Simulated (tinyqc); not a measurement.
Inside a calculation. Method: coherent transport through a tight-binding region between two chains. One step of it, computed by the program tinyqc.

Task: Transmission at E = -0.7 eV. Surface Green function g = (E - i sqrt(4 t^2 - E^2)) / (2 t^2); self-energy tc^2 g on each contact site; G = (E - H - Sigma)^(-1); Gamma = -2 Im Sigma; T = Gamma_L Gamma_R |G_LR|^2; local density of states -Im G_ii / pi.

H of the central region (eV), lower triangle:
```
           1          2          3          4         5
1   0.000000
2  -0.910000   0.570000
3   0.000000  -1.540000   0.570000
4   0.000000   0.000000  -1.540000   0.570000
5   0.000000   0.000000   0.000000  -1.540000  0.000000
```

Leads: semi-infinite chains with site energy 0:
```
parameter                           value
lead hopping t (eV)              2.190000
coupling to the left lead (eV)   0.290000
coupling to the right lead (eV)  0.900000
left contact site                       1
right contact site                      5
```

E = -0.700000 eV

Give: g; G; local density of states; transmission.

Result:

g = -0.073-0.451i 1/eV

G (1/eV), lower triangle:
```
               1              2              3             4
1   0.099-0.630i
2   1.148-0.484i   0.855-0.417i
3   0.888-0.027i   0.676-0.058i   0.033-0.032i
4  -0.416+0.462i  -0.298+0.369i   0.000+0.032i  0.298-0.343i
5  -1.231+0.408i  -0.922+0.362i  -0.033+0.058i  0.895-0.315i

              5
5  0.771-0.317i
```

local density of states (1/eV): 0.200  0.133  0.010  0.109  0.101

transmission = 0.093
